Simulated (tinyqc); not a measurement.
Which current rules in forward bias: trap-assisted generation and recombination current of an abrupt junction. Computed by tinyqc, a small Python program. Command: `OMP_NUM_THREADS=1 python tinyqc.py 3006594 3006595 out.jsonl junctionleak walk`. One thread of a shared host (Intel(R) Xeon(R) Processor @ 2.30GHz), about 0.01 s of CPU time with the checks.

Depletion approximation, flat quasi-Fermi levels across the depleted layer, long neutral regions with minority lifetimes tau_n and tau_p, full ionisation and Boltzmann statistics. Voltages in exponents stand for e V.

Inputs (values chosen for the exercise, with bands and screening modelled on InP):
```
quantity                              value    unit
gap E_g                                1.33      eV
electron mass m_e                     0.076     m_0
valleys M_c                               1       -
hole mass m_h                         0.622     m_0
dielectric constant eps                12.1       -
acceptor density N_A                2.5e+15   cm^-3
donor density N_D                   2.4e+17   cm^-3
capture time tau_n                    2e-07       s
capture time tau_p                  6.7e-08       s
trap level E_t - E_i                 0.0057      eV
electron diffusion coefficient D_n       13  cm^2/s
hole diffusion coefficient D_p            3  cm^2/s
temperature T                           400       K
tunnelling mass m_t                    0.25     m_0
```

Field enhancement: Hurkx tunnelling factor.

Constants: k_B = 8.617333262e-05 eV/K; m_0 = 9.1093837015e-31 kg; k_B = 1.380649e-23 J/K; h = 6.62607015e-34 J s; e = 1.602176634e-19 C; eps_0 = 8.8541878128e-12 F/m; hbar = 1.054571817e-34 J s.

Method:
- N_c = 2 M_c (2 pi m_e k_B T/h^2)^(3/2) and N_v = 2 (2 pi m_h k_B T/h^2)^(3/2), masses in units of m_0.
- n_i = sqrt(N_c N_v) exp(-E_g/2 k_B T); V_bi = (k_B T/e) ln(N_A N_D/n_i^2); diffusion saturation current J_d0 = e n_i^2 [sqrt(D_n/tau_n)/N_A + sqrt(D_p/tau_p)/N_D].
- W = sqrt(2 eps eps_0 (V_bi - V)(1/N_A + 1/N_D)/e), x_p = W N_D/(N_A + N_D), x_n = W - x_p, peak field F_m = 2 (V_bi - V)/W; reverse bias means V = -V_r.
- Both capture times are divided by 1 + Gamma, Gamma = 2 sqrt(3 pi) (F/F_G) exp((F/F_G)^2), F_G = sqrt(24 m_t (k_B T)^3)/(e hbar) (the low-field Hurkx form), F being the local field, linear in x from 0 at the edges to F_m.
- Potential from the p edge: phi = (V_bi - V) x^2/(x_p W) on the p side and (V_bi - V)[1 - (W - x)^2/(x_n W)] on the n side; p = N_A exp(-phi/k_B T), n = n_i^2 exp(V/k_B T)/p; U = (n p - n_i^2)/[tau_p (n + n_i exp(dE/k_B T)) + tau_n (p + n_i exp(-dE/k_B T))], dE = E_t - E_i, n1 = n_i exp(dE/k_B T), p1 = n_i exp(-dE/k_B T); J_t = e int U dx by the trapezoid rule on 400 intervals on each side.
- J_d = J_d0 (exp(V/k_B T) - 1). Ideality n = (e/k_B T) dV/d ln J, central difference of 1 mV. The rows stop just below the bias where n = 0.1 p or tau_p n = 0.1 tau_n p at the p edge, or the like at the n edge.

k_B T = 0.0344693 eV

n_i = 1.63795e+10 cm^-3

J_d0 = 1.39820e-10 A/cm^2

Forward characteristic:
```
V (V)  J_t (A/cm^2)  J_d (A/cm^2)  ideality of J_t  ideality of the sum
0.15     7.2207e-07    1.0712e-08           1.7566               1.7368
0.23     2.5845e-06    1.1038e-07           1.8595               1.7961
0.32     1.0429e-05    1.5044e-06           1.8750               1.6887
0.40     3.6107e-05    1.5323e-05           1.8598               1.4805
0.49     1.4883e-04    2.0859e-04           1.8244               1.2318
0.57     5.3948e-04    2.1245e-03           1.7781               1.0972
0.65     2.0296e-03    2.1638e-02           1.7263               1.0374
0.74     9.2985e-03    2.9455e-01           1.7315               1.0131
```

Diffusion overtakes recombination between 0.4 and 0.49 V, and the ideality of the sum goes from 1.74 to 1.01, with a maximum of 1.80 at 0.23 V. The ideality of J_t alone lies between 1.73 and 1.87; it stays below 2 because the zone where n and p are alike widens as the field falls, and at the lowest bias the terms in n1 and p1 lower it too.

Extremes, crossings and ranges named in words are read from the listed rows.
